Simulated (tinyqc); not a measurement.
Kinetics of strain relaxation and threading dislocations in mismatched semiconductor layers. Changing the anneal time t. Computed by tinyqc, a small Python program. Command: `OMP_NUM_THREADS=1 python tinyqc.py 3017988 3017989 out.jsonl threading sweep`. One thread of a shared host (Intel(R) Xeon(R) Processor @ 2.30GHz), about 0.01 s of CPU time with the checks.

60-degree dislocations on {111} planes of a (001) layer, isotropic elasticity. The Schmid factor is 1/sqrt(6), and a misfit segment relieves strain with b/2.

Inputs (values chosen for the exercise, modelled on Ge on Si): misfit f = 0.0391; shear modulus G = 56.1 GPa; Poisson ratio nu = 0.26; Burgers vector b = 4 angstrom; glide activation energy Q = 1.58 eV; velocity prefactor v0 = 34000 m/s per MPa; layer thickness h = 39 nm; anneal temperature T = 764 K; initial thread density rho_0 = 570000 1/cm^2; multiplication constant delta = 61000 1/m.

Sources: fixed density of threads.

Constants: k_B = 8.617333262e-05 eV/K.

Method:
- Excess resolved stress tau = (1/sqrt 6) [2 G (1 + nu)/(1 - nu)] (e - e_eq), e_eq = b (1 - nu/4) [ln(h/b) + 1]/(4 pi (1 + nu) h), the Matthews-Blakeslee strain of an uncapped layer; glide velocity v = v0 tau exp(-Q/(k_B T)), tau in MPa.
- Threads run in two directions, so de/dt = -(b/4) rho v, with rho fixed. With x = e - e_eq, x0 = f - e_eq (fully strained at t = 0) and v = m S x (m the mobility, S x = tau): x = x0 exp(-t/t_r), t_r = 4/(b rho_0 m S).
- The half time is that at which x = x0/2.

One run for each value:
```
anneal time t (s)  share of the excess strain relieved (%)  strain left e  thread density (1/cm^2)
0.61                                                 3.425       0.037877                   570000
1.10                                                 6.090       0.036924                   570000
1.90                                                10.286       0.035426                   570000
3.30                                                17.181       0.032963                   570000
5.80                                                28.203       0.029026                   570000
10.00                                               43.519       0.023555                   570000
18.00                                               64.237       0.016154                   570000
31.00                                               82.982       0.009458                   570000
55.00                                               95.680       0.004923                   570000
97.00                                               99.608       0.003520                   570000
```

Describe and explain the trends.

Over the rows, share of the excess strain relieved (%) rises from 3.42 to 99.6 (exponent d ln y / d ln x 0.98 between the first rows and 0.071 between the last); strain left e falls from 0.0379 to 0.00352 (exponent d ln y / d ln x -0.043 between the first rows and -0.59 between the last); thread density (1/cm^2) does not change. The excess strain decays exponentially.

Caution (all rows): at stresses above about 1 GPa the linear velocity law understates glide, as stress lowers the kink barrier. Caution (all rows): at such misfit the layer islands and relaxes during the first nanometres, so a uniform strained start is an idealisation. Caution (rows 1.10, 1.90, 3.30, 5.80, 10.0, 18.0, 31.0, 55.0, 97.0): blocking of threads by crossing misfit lines, left out here, leaves real layers with more strain.

Extremes, crossings and ranges named in words are read from the listed rows.
